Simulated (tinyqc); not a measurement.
Worked calculation: coherent transport through a tight-binding region between two chains. Computed by tinyqc, a small Python program that keeps every step. Settings: temperature = 77, mu = 0.08. Command: `OMP_NUM_THREADS=1 python tinyqc.py 21458 21459 out.jsonl` (the two numbers bound the seeds that draw the settings). One thread of a shared host (Intel(R) Xeon(R) Processor @ 2.60GHz), about 0.1 s of CPU time with the checks.

## Transmission at E = 0.4 eV

H of the central region (eV):
```
          1         2         3         4
1   0.00000  -1.69000   0.00000  -1.69000
2  -1.69000   0.48000  -1.69000   0.00000
3   0.00000  -1.69000   0.48000  -1.69000
4  -1.69000   0.00000  -1.69000   0.00000
```

Leads: semi-infinite chains with site energy 0:
```
parameter                           value
lead hopping t (eV)              2.340000
coupling to the left lead (eV)   0.450000
coupling to the right lead (eV)  0.290000
left contact site                       1
right contact site                      3
```

E = 0.40000 eV

Surface Green function g = (E - i sqrt(4 t^2 - E^2)) / (2 t^2); self-energy tc^2 g on each contact site; G = (E - H - Sigma)^(-1); Gamma = -2 Im Sigma; T = Gamma_L Gamma_R |G_LR|^2; local density of states -Im G_ii / pi.

g = 0.03653-0.42579i 1/eV

G (1/eV):
```
                   1                  2                  3                  4
1   2.79611-1.10494i  -0.14277+0.14254i  -2.80287+1.11168i   0.02855-0.02851i
2  -0.14277+0.14254i   3.17555-0.03229i   0.88481-0.14407i  -3.13511+0.00646i
3  -2.80287+1.11168i   0.88481-0.14407i   2.84475-1.11850i  -0.17696+0.02881i
4   0.02855-0.02851i  -3.13511+0.00646i  -0.17696+0.02881i   3.12702-0.00129i
```

local density of states (1/eV): 0.35171  0.01028  0.35603  0.00041

transmission = 0.11228

## Transmission across the band

The same steps on a grid of energies.

T(E):
```
E (eV)             T
-4.4460000  1.80e-05
-4.0014000   0.00016
-3.5568000   0.00168
-3.1122000   0.09135
-2.6676000   0.00325
-2.2230000   0.00172
-1.7784000   0.00154
-1.3338000   0.00186
-0.8892000   0.00296
-0.4446000   0.00707
0.0000000    0.05070
0.4446000    0.07137
0.8892000    0.00772
1.3338000    0.00299
1.7784000    0.00178
2.2230000    0.00140
2.6676000    0.00146
3.1122000    0.00244
3.5568000    0.03322
4.0014000    0.00135
4.4460000    0.00007
```

levels of the isolated region (eV): -3.15696  0.22304  0.25696  3.63696

## Current

I = (2e/h) int T(E) [f(E - mu - V/2) - f(E - mu + V/2)] dE at 77 K with mu = 0.08 eV, the bias not changing H; 2e^2/h = 77.48092 microsiemens; the integral runs over the band on 4001 points.

Current:
```
V (volt)  I (microampere)
0.01000           0.08259
0.05000           0.42020
0.10000           0.88855
0.20000           2.25052
0.40000           7.34363
0.80000          10.89620
```
